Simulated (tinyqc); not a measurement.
Atomic layer deposition: Langmuir saturation, growth per cycle and coating of deep features: one step, computed by the program tinyqc.

Precursor A sticks only on free sites, so a long enough pulse saturates; co-reactant B then frees the sites again.

Task: Exposure for a deep feature. Diffusion-limited filling (Gordon) of a round hole of diameter w: a saturation front at depth z needs dz/dt = D_K n/(z (4q/w)), with Knudsen D_K = w c/3 and F = n c/4; including the entrance and floor terms, t = (q/F)(1 + 19a/4 + 3a^2/2). Reaction-limited filling needs ln(100)/k_a at any depth, k_a = beta F/q. Flow is molecular. The front picture holds when the modulus a sqrt(beta) is well above 1. Depth reached by the given pulse: solve the same formula for a. Exposure = p x diffusion-limited time; 1 langmuir = 1.33322e-4 Pa s.

Inputs (values chosen for the exercise, modelled on silicon dioxide from an aminosilane and ozone):
```
quantity,value,unit
site density q,2.9,1/nm^2
sticking probability beta on free sites,0.002,-
precursor pressure p,0.38,Pa
temperature T,150,C
pulse time t,0.97,s
aspect ratio a,60,-
```

Feature: round hole.

flux F = 3689.824 1/(nm^2 s)

Give: diffusion-limited time; exposure; modulus; aspect ratio reached by the front in time t.

Result:

diffusion-limited time = 4.469 s

exposure = 12737 langmuir

modulus = 2.683

aspect ratio reached by the front in time t = 27.13

Caution: the modulus is not well above 1 or the Gordon time is under three times ln(100)/k_a, so there is no sharp front: the Gordon time is only a lower bound and the reaction time must be met as well. Caution: the pulse is shorter than ln(100)/k_a, so even the open surface is not saturated and the depth reached has no meaning. Caution: the depth reached is formal here: it is under 2/sqrt(beta), so no sharp front has formed.
